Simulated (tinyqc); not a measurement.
Empirical pseudopotential in a few plane waves, step by step. One step of it, computed by the program tinyqc.

Problem. Levels at k. Diagonalise the Hermitian matrix.

H(k) at k (eV):
```
                     +0+0+0               -1-1-1               -1-1+1               -1+1-1
+0+0+0             1.921188   2.395549+0.644585i  -2.395549+0.644585i  -2.395549+0.644585i
-1-1-1   2.395549-0.644585i            23.659548   0.000000-0.272114i   0.000000-0.272114i
-1-1+1  -2.395549-0.644585i   0.000000+0.272114i            17.669422             0.653073
-1+1-1  -2.395549-0.644585i   0.000000+0.272114i             0.653073            13.225135
-1+1+1  -2.395549+0.644585i            -0.653073   0.000000+0.272114i   0.000000+0.272114i
+1-1-1  -2.395549-0.644585i   0.000000+0.272114i             0.653073             0.653073
+1-1+1  -2.395549+0.644585i            -0.653073   0.000000+0.272114i             0.000000
+1+1-1  -2.395549+0.644585i            -0.653073             0.000000   0.000000+0.272114i
+1+1+1   2.395549+0.644585i             0.000000            -0.653073            -0.653073
-2+0+0   0.000000-0.272114i  -2.395549+0.644585i  -2.395549-0.644585i  -2.395549-0.644585i
+0-2+0   0.000000-0.272114i  -2.395549+0.644585i  -2.395549-0.644585i   0.500275-0.057724i
+0+0-2   0.000000-0.272114i  -2.395549+0.644585i   0.500275-0.057724i  -2.395549-0.644585i
+0+0+2   0.000000+0.272114i  -0.500275-0.057724i   2.395549+0.644585i  -0.500275+0.057724i
+0+2+0   0.000000+0.272114i  -0.500275-0.057724i  -0.500275+0.057724i   2.395549+0.644585i
+2+0+0   0.000000+0.272114i  -0.500275-0.057724i  -0.500275+0.057724i  -0.500275+0.057724i

                     -1+1+1               +1-1-1               +1-1+1               +1+1-1
+0+0+0  -2.395549-0.644585i  -2.395549+0.644585i  -2.395549-0.644585i  -2.395549-0.644585i
-1-1-1            -0.653073   0.000000-0.272114i            -0.653073            -0.653073
-1-1+1   0.000000-0.272114i             0.653073   0.000000-0.272114i             0.000000
-1+1-1   0.000000-0.272114i             0.653073             0.000000   0.000000-0.272114i
-1+1+1             7.235009             0.000000             0.653073             0.653073
+1-1-1             0.000000            25.591847   0.000000-0.272114i   0.000000-0.272114i
+1-1+1             0.653073   0.000000+0.272114i            19.601721             0.653073
+1+1-1             0.653073   0.000000+0.272114i             0.653073            15.157434
+1+1+1   0.000000+0.272114i            -0.653073   0.000000+0.272114i   0.000000+0.272114i
-2+0+0   2.395549-0.644585i   0.500275-0.057724i  -0.500275-0.057724i  -0.500275-0.057724i
+0-2+0  -0.500275-0.057724i  -2.395549-0.644585i   2.395549-0.644585i  -0.500275-0.057724i
+0+0-2  -0.500275-0.057724i  -2.395549-0.644585i  -0.500275-0.057724i   2.395549-0.644585i
+0+0+2  -2.395549+0.644585i  -0.500275+0.057724i  -2.395549+0.644585i   0.500275+0.057724i
+0+2+0  -2.395549+0.644585i  -0.500275+0.057724i   0.500275+0.057724i  -2.395549+0.644585i
+2+0+0   0.500275+0.057724i   2.395549+0.644585i  -2.395549+0.644585i  -2.395549+0.644585i

                     +1+1+1               -2+0+0               +0-2+0               +0+0-2
+0+0+0   2.395549-0.644585i   0.000000+0.272114i   0.000000+0.272114i   0.000000+0.272114i
-1-1-1             0.000000  -2.395549-0.644585i  -2.395549-0.644585i  -2.395549-0.644585i
-1-1+1            -0.653073  -2.395549+0.644585i  -2.395549+0.644585i   0.500275+0.057724i
-1+1-1            -0.653073  -2.395549+0.644585i   0.500275+0.057724i  -2.395549+0.644585i
-1+1+1   0.000000-0.272114i   2.395549+0.644585i  -0.500275+0.057724i  -0.500275+0.057724i
+1-1-1            -0.653073   0.500275+0.057724i  -2.395549+0.644585i  -2.395549+0.644585i
+1-1+1   0.000000-0.272114i  -0.500275+0.057724i   2.395549+0.644585i  -0.500275+0.057724i
+1+1-1   0.000000-0.272114i  -0.500275+0.057724i  -0.500275+0.057724i   2.395549+0.644585i
+1+1+1             9.167308  -0.500275-0.057724i  -0.500275-0.057724i  -0.500275-0.057724i
-2+0+0  -0.500275+0.057724i            19.311876             0.653073             0.653073
+0-2+0  -0.500275+0.057724i             0.653073            31.678587             0.653073
+0+0-2  -0.500275+0.057724i             0.653073             0.653073            27.234300
+0+0+2  -2.395549-0.644585i            -0.653073            -0.653073             0.000000
+0+2+0  -2.395549-0.644585i            -0.653073             0.000000            -0.653073
+2+0+0  -2.395549-0.644585i             0.000000            -0.653073            -0.653073

                     +0+0+2               +0+2+0               +2+0+0
+0+0+0   0.000000-0.272114i   0.000000-0.272114i   0.000000-0.272114i
-1-1-1  -0.500275+0.057724i  -0.500275+0.057724i  -0.500275+0.057724i
-1-1+1   2.395549-0.644585i  -0.500275-0.057724i  -0.500275-0.057724i
-1+1-1  -0.500275-0.057724i   2.395549-0.644585i  -0.500275-0.057724i
-1+1+1  -2.395549-0.644585i  -2.395549-0.644585i   0.500275-0.057724i
+1-1-1  -0.500275-0.057724i  -0.500275-0.057724i   2.395549-0.644585i
+1-1+1  -2.395549-0.644585i   0.500275-0.057724i  -2.395549-0.644585i
+1+1-1   0.500275-0.057724i  -2.395549-0.644585i  -2.395549-0.644585i
+1+1+1  -2.395549+0.644585i  -2.395549+0.644585i  -2.395549+0.644585i
-2+0+0            -0.653073            -0.653073             0.000000
+0-2+0            -0.653073             0.000000            -0.653073
+0+0-2             0.000000            -0.653073            -0.653073
+0+0+2            15.254049             0.653073             0.653073
+0+2+0             0.653073            10.809762             0.653073
+2+0+0             0.653073             0.653073            23.176473
```

Give: eigenvalues.

Solution.

eigenvalues (eV): [-1.393, 4.967, 7.725, 8.738, 13.706, 14.662, 15.679, 16.638, 18.975, 21.746, 22.602, 24.767, 27.277, 29.682, 34.922]
